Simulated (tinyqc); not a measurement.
What each parameter does: model-solid line-up of a strained alloy layer on a substrate.

All values of the alloy are linear in x but the gap, Eg(x) = (1 - x) Eg_A + x Eg_B - C x (1 - x), and the valence edge, Ev(x) = (1 - x) Ev_A + x Ev_B + fv C x (1 - x); Ec = Ev + Eg. Ev is the top of the unstrained valence band on a scale common to all materials. In the layer only the Gamma valley of the conduction band is followed, also where an X or L valley would lie lower.

Coherent growth on a (111) face: e_par = (a_s - a)/a, e_perp = -(2 C11 + 4 C12 - 4 C44)/(C11 + 2 C12 + 4 C44) e_par; exx = eyy = ezz = (2 e_par + e_perp)/3 and exy = eyz = ezx = (e_perp - e_par)/3.

Strained edges: Ec + ac tr(e); the valence edges are Ev plus the levels of the 6 x 6 matrix of X, Y, Z times spin with -Dso/3 + l exx + m (eyy + ezz) on the diagonal (cyclic), n exy off it, l = av + 2 b, m = av - b, n = sqrt(3) d. Spin-orbit term (Dso/3) L.sigma on X, Y, Z with (L_k)_ij = -i epsilon_kij: <X+|H|Y+> = -i Dso/3, <X+|H|Z-> = Dso/3, <Y+|H|Z-> = -i Dso/3, <Z+|H|X-> = -Dso/3, <Z+|H|Y-> = i Dso/3, <X-|H|Y-> = i Dso/3, and their conjugates; + and - are the spin along z.

dEc = Ec(substrate) - Ec(layer), dEv = Ev(layer) - Ev(substrate); positive values confine the carrier in the layer. Type I: both of one sign; type II: opposite signs; type III: the gaps do not overlap.

Values chosen for the exercise (A near GaSb, B near GaAs, substrate near InP; shifted at random, so the results belong to these values and not to a real crystal): a = (6.092, 5.655) angstrom (lattice constant of A, B); Eg = (0.821, 1.535) eV (gap at Gamma to the s-like level of A, B); Dso = (0.755, 0.342) eV (spin-orbit splitting of A, B); Ev = (-0.03, -0.79) eV (top of the unstrained valence band of A, B); ac = (-7.48, -7.16) eV (conduction deformation potential of A, B); av = (0.79, 1.15) eV (valence hydrostatic potential of A, B); b = (-2, -2.03) eV (tetragonal shear potential of A, B); d = (-4.64, -4.77) eV (trigonal shear potential of A, B); C11 = (87.9, 122.5) GPa (of A, B); C12 = (40.5, 56.6) GPa (of A, B); C44 = (43.7, 60.6) GPa (of A, B); C = 1.222 eV (bowing of the gap); fv = 0.7 (share of the bowing taken by the valence edge); a_s = 5.876 angstrom (substrate); Eg_s = 1.412 eV (lowest gap of the substrate); Ev_s = -0.94 eV (substrate valence edge); face = 111 (growth face); x = 0.83 (fraction of B).

Strained gap, valence splitting and offsets.

One parameter was then changed.

Results before and after:
```
case     gap (eV)  splitting (meV)  dEc (eV)  dEv (eV)
base       0.7751            246.4    0.0520    0.5849
changed    0.7493            287.7    0.0520    0.6107
```

Which of these changes was made? (a) x = 0.85; (b) b = (-2.3, -2.334) eV; (c) a_s = 5.856 angstrom; (d) C = 1.322 eV; (e) fv = 0.9; (f) Ev_s = -0.89 eV; (g) d = (-5.336, -5.485) eV; (h) av = (0.908, 1.322) eV.

Answer: (g) d = (-5.336, -5.485) eV. Of the candidates, run in turn, only this one gives the changed row.

All candidates:
```
case                     gap (eV)  splitting (meV)  dEc (eV)  dEv (eV)
base                       0.7751            246.4    0.0520    0.5849
x = 0.85                   0.7750            263.9    0.0649    0.5721
a_s = 5.856 angstrom       0.8419            209.4    0.0137    0.5564
C = 1.322 eV               0.7610            246.4    0.0562    0.5948
fv = 0.9                   0.7751            246.4    0.0175    0.6194
Ev_s = -0.89 eV            0.7751            246.4    0.1020    0.5349
d = (-5.336, -5.485) eV    0.7493            287.7    0.0520    0.6107
b = (-2.3, -2.334) eV      0.7751            246.4    0.0520    0.5849
av = (0.908, 1.322) eV     0.7687            246.4    0.0520    0.5913
```

Run: tinyqc, `OMP_NUM_THREADS=1 python tinyqc.py 1051351 1051352 out.jsonl`; Intel(R) Xeon(R) Processor @ 2.30GHz, one thread, shared host; about 0.01 s of CPU time with all checks.
